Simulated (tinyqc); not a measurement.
Rayleigh-quotient iteration on a symmetric matrix, step by step. Computed by tinyqc, a small Python program that keeps every step. Settings: method = rayleigh, shift = -0.3. Command: `OMP_NUM_THREADS=1 python tinyqc.py 21199 21200 out.jsonl` (the two numbers bound the seeds that draw the settings). One thread of a shared host (Intel(R) Xeon(R) Processor @ 2.60GHz), about 0.01 s of CPU time with the checks.

## Step 1

A:
```
          1         2         3
1   2.94100  -0.45700   0.64200
2  -0.45700   3.92700  -0.86800
3   0.64200  -0.86800   4.22200
```

vector v at the start: 0.57735  0.57735  0.57735

shift = -0.30000

solve (A - shift) w = v; v' = w/|w| with its largest component positive (the first on a tie); lambda = v'^T A v'; the next shift is lambda.

vector after step 1: 0.60946  0.63444  0.47545

Rayleigh quotient after step 1 = 3.12244

## Step 2

As before.

vector after step 2: 0.01421  0.76936  0.63866

Rayleigh quotient after step 2 = 3.19579

## Course of the iteration

Stop when the residual |A v - lambda v| is below 1e-9.

Steps:
```
step     lambda  residual
1     3.1224449  4.17e-01
2     3.1957903  5.49e-02
3     3.2009697  5.23e-04
4     3.2009702  4.90e-10
```

all eigenvalues, for comparison: 2.66382  3.20097  5.22521

Converged in 4 steps.
